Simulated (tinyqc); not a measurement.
Trap density from one capacitance.

Problem. Traps spread evenly through the insulator exchange electrons with the semiconductor by tunnelling, with tau(x) = t0 exp(2 ka x) at depth x from the interface. The admittance per area Y seen at depth x obeys dY/dx = -Y^2/(i w eps0 eox) + q Nb ln(1 + i w tau)/tau, with Y(0) = i w Cs and w = 2 pi f; the gate sees Y(tox) = G + i w C. Working variable y = Y/(i w), in uF/cm^2. Cox = eps0 eox/tox. Find Nb and G/w.

Values chosen for this exercise:
- eox = 18.9 (relative permittivity of the insulator)
- tox = 7 nm (insulator thickness)
- Cs = 3.1 uF/cm^2 (semiconductor capacitance in accumulation)
- ka = 3.4 1/nm (decay constant of the wave function in the insulator)
- t0 = 1e-10 s (time constant of a trap at the interface)
- f = 100 Hz (frequency)

Constants: q = 1.602176634e-19 C, eps0 = 8.8541878128e-14 F/cm where lengths are in cm. Results are converted to the units shown.

C = 1.6497197 uF/cm^2

Solution. C rises steadily with Nb, so one density matches; in practice ka and t0 must come from the frequency dependence.

Nb = 2.900e19 cm^-3 eV^-1
G/w = 0.03438 uF/cm^2

Program tinyqc, `OMP_NUM_THREADS=1 python tinyqc.py 2202112 2202113 out.jsonl`; Intel Xeon 2.30GHz, shared host, one thread, about 0.4 s.
